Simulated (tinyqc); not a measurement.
# Frequency dispersion of an accumulation capacitance by border traps, distributed model: two studies

Traps spread evenly through the insulator exchange electrons with the semiconductor by tunnelling, with tau(x) = t0 exp(2 ka x) at depth x from the interface. The admittance per area Y seen at depth x obeys dY/dx = -Y^2/(i w eps0 eox) + q Nb ln(1 + i w tau)/tau, with Y(0) = i w Cs and w = 2 pi f; the gate sees Y(tox) = G + i w C. Working variable y = Y/(i w), in uF/cm^2. Cox = eps0 eox/tox.

Inputs (values chosen for the exercise); permittivity close to that of hafnium oxide:
- eox = 18.4 (relative permittivity of the insulator)
- tox = 7 nm (insulator thickness)
- Cs = 0.89 uF/cm^2 (semiconductor capacitance in accumulation)
- Nb = 8.3e18 cm^-3 eV^-1 (density of border traps)
- ka = 3.4 1/nm (decay constant of the wave function in the insulator)
- t0 = 3e-9 s (time constant of a trap at the interface)
- f = 10000 Hz (frequency)

Constants: q = 1.602176634e-19 C, eps0 = 8.8541878128e-14 F/cm where lengths are in cm. Results are converted to the units shown.

Each table varies one quantity; the others keep the values above.

## Capacitance and loss against frequency

Cox; trap-free value 1/(1/Cox + 1/Cs); response depth d = ln(1/(w t0))/(2 ka), where w tau = 1; lumped estimate: all traps within d act as C_bt = q Nb d placed at d/2, so C = 1/{1/[1/(1/Cs + d/(2 eps0 eox)) + C_bt] + (tox - d/2)/(eps0 eox)}. C and G from a fine integration; dispersion -d C/d log10 f over C, from f times and over 1.1. For a broad spread of time constants G/w is close to -(pi/2) dC/d ln w.

The same in every row: trap-free C (uF/cm^2) = 0.6438.

Result of one run:
```
f (Hz),d (nm),C (uF/cm^2),G/w (uF/cm^2),dispersion (% a decade),-(pi/2) dC/d ln w (uF/cm^2),lumped C (uF/cm^2)
10,2.277,0.8219,0.01819,3.242,0.01818,0.8088
```

What becomes of these results when the frequency f is changed from 10 to 1000 Hz, all else the same?

Result of the changed run:
```
f (Hz),d (nm),C (uF/cm^2),G/w (uF/cm^2),dispersion (% a decade),-(pi/2) dC/d ln w (uF/cm^2),lumped C (uF/cm^2)
1000,1.600,0.7699,0.01737,3.307,0.01737,0.7581
```

The whole series:
```
f (Hz),d (nm),C (uF/cm^2),G/w (uF/cm^2),dispersion (% a decade),-(pi/2) dC/d ln w (uF/cm^2),lumped C (uF/cm^2)
10,2.277,0.8219,0.01819,3.242,0.01818,0.8088
100,1.938,0.7956,0.01776,3.270,0.01775,0.7832
1000,1.600,0.7699,0.01737,3.307,0.01737,0.7581
10000,1.261,0.7447,0.01704,3.352,0.01703,0.7333
1e5,0.9226,0.7199,0.01673,3.408,0.01674,0.7089
1e6,0.5840,0.6956,0.01640,3.474,0.01648,0.6848
1e7,0.2454,0.6716,0.01536,3.517,0.01611,0.6609
```

C falls from 0.8219 to 0.6716 uF/cm^2, towards the trap-free 0.6438; each decade of frequency removes ln 10/(2 ka) = 0.339 nm from the response depth. The dispersion rises from 3.24 to 3.52 % a decade and G/w falls from 0.0182 to 0.0154 uF/cm^2. G/w lies between 0.953 and 1.00 times -(pi/2) dC/d ln w, the relation for a broad spread of time constants.

## Effect of the semiconductor capacitance in accumulation

Same model as above.

The same in every row: d (nm) = 1.261.

Results:
```
Cs (uF/cm^2),C (uF/cm^2),G/w (uF/cm^2),dispersion (% a decade),-(pi/2) dC/d ln w (uF/cm^2),lumped C (uF/cm^2),trap-free C (uF/cm^2)
0.2,0.3363,0.02405,10.48,0.02404,0.3203,0.1842
0.39,0.4683,0.02165,6.773,0.02164,0.4540,0.3340
0.75,0.6759,0.01813,3.931,0.01813,0.6639,0.5672
1.4,0.9531,0.01392,2.140,0.01392,0.9438,0.8742
2.8,1.318,0.009228,1.025,0.009222,1.312,1.271
10,1.902,0.003735,0.2869,0.003722,1.899,1.888
20,2.092,0.002479,0.1725,0.002462,2.090,2.085
```

Estimate the missing row, Cs = 5.4 uF/cm^2.

Computed row:
```
Cs (uF/cm^2),C (uF/cm^2),G/w (uF/cm^2),dispersion (% a decade),-(pi/2) dC/d ln w (uF/cm^2),lumped C (uF/cm^2),trap-free C (uF/cm^2)
5.4,1.652,0.005784,0.5123,0.005775,1.648,1.626
```

With this row back in the table: As Cs goes from 0.2 to 20, C rises from 0.336 to 2.09 uF/cm^2, the dispersion falls from 10.5 to 0.172 % a decade and G/w falls from 0.0240 to 0.00248 uF/cm^2. The lumped estimate is 4.7 % below C in the first row and 0.097 % below it in the last. The same traps disperse C more when Cs is small, since they then add to the weaker series term.

Computed by the program tinyqc: `OMP_NUM_THREADS=1 python tinyqc.py 2202181 2202182 out.jsonl`, one thread of a shared Intel Xeon 2.30GHz, about 0.4 s for the whole run.
